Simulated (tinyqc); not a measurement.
Nanowire ballistic transistor, top-of-the-barrier model: two steps of the calculation.

At the top of the source barrier, states moving towards the drain are filled by the source (Fermi level 0) and states moving back by the drain (Fermi level -q Vd); nothing scatters. U is the shift of the band edge there, set by the capacitances CG, CD and CS (the total) and by the charge. Parabolic one-dimensional subbands; the source is grounded.

Inputs (values chosen for the exercise); mass and valleys close to those of a monolayer dichalcogenide:
```
symbol,value,unit,meaning
T,300,K,temperature
m,0.492,m0,effective mass
gv,2,,valley degeneracy
eox,9,,relative permittivity of the gate insulator
tox,3.7,nm,insulator thickness
d,3,nm,wire diameter
dE,0.22,eV,offset of a second subband (0: none)
aG,0.86,,gate control CG/CS
aD,0.006,,drain control CD/CS
E0,0.17,eV,band edge at the barrier top above the source Fermi level at zero bias
Vg,0.19,V,gate voltage
Vd,0.2,V,drain voltage
```

Constants: q = 1.602176634e-19 C, kB = 1.380649e-23 J/K, hbar = 1.054571817e-34 J s, m0 = 9.1093837015e-31 kg, Vt = kB T/q, eps0 = 8.8541878128e-14 F/cm where lengths are in cm. Results are converted to the units shown.

Question 1. Density of states, capacitances and charge at zero bias. N0 = gv sqrt(2 m kB T/pi)/hbar, CG = 2 pi eps0 eox/ln(1 + 2 tox/d), CS = CG/aG, n0 = n at U = 0 and Vd = 0. eta1 = -(E0 + U)/Vt, eta2 = eta1 - Vd/Vt, n = (N0/2)[F_(-1/2)(eta1) + F_(-1/2)(eta2)], F_(-1/2)(x) = (1/sqrt(pi)) int_0^infinity u^(-1/2)/(1 + exp(u - x)) du. Each F is summed over the two subbands, F(eta) + F(eta - dE/Vt), which share the mass. UL = -(aG Vg + aD Vd).

Give: N0; CG; CS; n0; UL.

Answer 1.

N0 = 6.5196e6 cm^-1
CG = 4.0275 pF/cm
CS = 4.6831 pF/cm
n0 = 9078.4 cm^-1
UL = -0.16460 eV

Question 2. Self-consistent potential at the barrier top. U(out) = UL + q (n - n0)/CS. U(new) = U + 0.5 (U(out) - U).

U after iteration 1 = -0.13527193 eV
N0 = 6.5196340e6 cm^-1
CS = 4.6831053 pF/cm
n0 = 9078.3892 cm^-1
UL = -0.1646 eV

Give: eta1; eta2; n; U(out); U after iteration 2.

Answer 2.

eta1 = -1.343
eta2 = -9.080
n = 7.216e5 cm^-1
U(out) = -0.1402 eV
U after iteration 2 = -0.1377 eV

tinyqc, about 0.06 s, one thread, Intel Xeon 2.30GHz (shared host): `OMP_NUM_THREADS=1 python tinyqc.py 2400067 2400068 out.jsonl`
